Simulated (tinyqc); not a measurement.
# Interface traps from C-V curves, high-low and Terman methods: two studies

MOS capacitor on an n-type substrate; psi is the band bending, negative in depletion; only majority carriers are counted. At the bending psi the Fermi level lies y = xi - psi below the conduction edge at the surface, xi = Vt ln(Nc/Nd). Dit(y) = D0 + D1 exp(-y/E1); traps fill up to the Fermi level, follow the bias and a slow signal, and do not follow a fast one. V is the gate voltage from flat band.

Values chosen for this exercise; band and dielectric values close to those of silicon: temperature T = 350 K; relative permittivity eps_r = 11.8; conduction-band density of states at T Nc = 3.55e19 cm^-3; donor density Nd = 3.2e15 cm^-3; equivalent oxide thickness EOT = 28 nm; trap density far from the band edge D0 = 1.9e12 cm^-2 eV^-1; band-tail density at the conduction edge D1 = 4.5e13 cm^-2 eV^-1; decay energy of the tail E1 = 0.14 eV.

Constants: q = 1.602176634e-19 C, kB = 1.380649e-23 J/K, Vt = kB T/q, eps0 = 8.8541878128e-14 F/cm where lengths are in cm. Results are converted to the units shown.

Each table varies one quantity; the others keep the values above.

## Effect of the oxide thickness on the signal

Cox = 3.9 eps0/EOT, LD = sqrt(eps0 eps_r Vt/(q Nd)), u = psi/Vt, Cd = (eps0 eps_r/(sqrt(2) LD)) |exp(u) - 1|/sqrt(exp(u) - u - 1). Ideal V0 = psi - sqrt(2) (eps0 eps_r Vt/LD) sqrt(exp(u) - u - 1)/Cox for psi < 0; the traps add dV = (q/Cox) times the integral of Dit from 0 to psi = (q/Cox) [D0 psi + D1 E1 exp(-xi/E1) (exp(psi/E1) - 1)]. 1/C_HF = 1/Cox + 1/Cd, 1/C_LF = 1/Cox + 1/(Cd + q Dit). All at psi = -0.173 V.

Effect of the oxide thickness on the signal:
```
EOT (nm)  dV (mV)  C_HF (nF/cm^2)  C_LF (nF/cm^2)  (C_LF - C_HF)/Cox (%)
1.4       -60.381          42.406          501.37                 18.608
2.5       -107.82          41.840          432.32                 28.270
4.4       -189.77          40.899          349.24                 39.290
8         -345.03          39.226          256.03                 50.227
14        -603.81          36.723          177.20                 56.952
26        -1121.4          32.567          109.67                 58.051
46        -1983.9          27.399          67.067                 52.843
```

What does the table show?

The stretch-out grows in proportion to the EOT, from -60.4 to -1980 mV, so thin oxides leave Terman's method little to read; the high-low gap goes from 18.6 through a maximum of 58.1 (at EOT = 26 nm among the rows listed) to 52.8 % of Cox.

## An error in the doping read as traps

The sample has Nd; the ideal curve is drawn with Nd (1 + e). At the true psi = -0.173 V the measured C_HF is matched to the ideal curve, which gives psi', and Dit = (Cox/q) [dV/dpsi' - 1 - Cd'(psi')/Cox], derivatives exact.

The same in every row: true Dit (cm^-2 eV^-1) = 3.658e12.

Results:
```
e      psi' (V)  apparent Dit (cm^-2 eV^-1)
-0.15   -0.1506                    4.368e12
-0.1    -0.1581                    4.112e12
-0.05   -0.1656                    3.876e12
0       -0.1730                    3.658e12
0.02    -0.1760                    3.576e12
0.05    -0.1804                    3.457e12
0.1     -0.1877                    3.270e12
0.15    -0.1950                    3.097e12
```

Estimate the missing row, e = -0.02.

Computed row:
```
e      psi' (V)  apparent Dit (cm^-2 eV^-1)
-0.02   -0.1700                    3.743e12
```

With this row back in the table: The apparent Dit falls from 4.37e12 to 3.10e12 cm^-2 eV^-1, against the true 3.66e12. An error of +5 % in the doping shifts it by -2.02e11 cm^-2 eV^-1, 5.51 % of the true value.

Numbers from tinyqc (`OMP_NUM_THREADS=1 python tinyqc.py 2030123 2030124 out.jsonl`; about 0.01 s on one thread of a shared Intel Xeon 2.30GHz).
